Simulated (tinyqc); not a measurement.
Pair-potential crystal by lattice sums: one step, computed by the program tinyqc. Command: `OMP_NUM_THREADS=1 python tinyqc.py 3022332 3022333 out.jsonl pairsum walk`. One thread of a shared host (Intel(R) Xeon(R) Processor @ 2.30GHz), about 0.02 s of CPU time with the checks.

Energy per atom E = (1/2) sum over neighbours of phi(r); d is the nearest-neighbour distance.

Task: Energy and virial pressure. E = (1/2) sum count x phi; P = -(1/(6 Omega)) sum count x r phi', Omega = 0.769800 d^3.

Inputs (values chosen for the exercise, for model atoms): pair minimum r0 = 3.97 angstrom; trial neighbour distance d/r0 = 0.952.

Potential: Mie n-m. Structure: bcc.

Shells:

| shell | count | r (angstrom) | phi (eV) | phi' (eV/angstrom) | phi'' (eV/angstrom^2) |
|---|---|---|---|---|---|
| 1 | 8 | 3.779440 | -0.05196726 | -0.1776101 | 1.509942 |
| 2 | 6 | 4.364121 | -0.04935799 | 0.0580385 | -0.009242 |
| 3 | 12 | 6.171800 | -0.00208839 | 0.0054595 | -0.009752 |

Constants: 1 eV/angstrom^3 = 160.2176634 GPa.

Give: energy at the trial distance; pressure at the trial distance.

Result:

energy at the trial distance = -0.36847 eV/atom

pressure at the trial distance = 2.2142 GPa

The pressure is positive, so the lattice wants to expand.
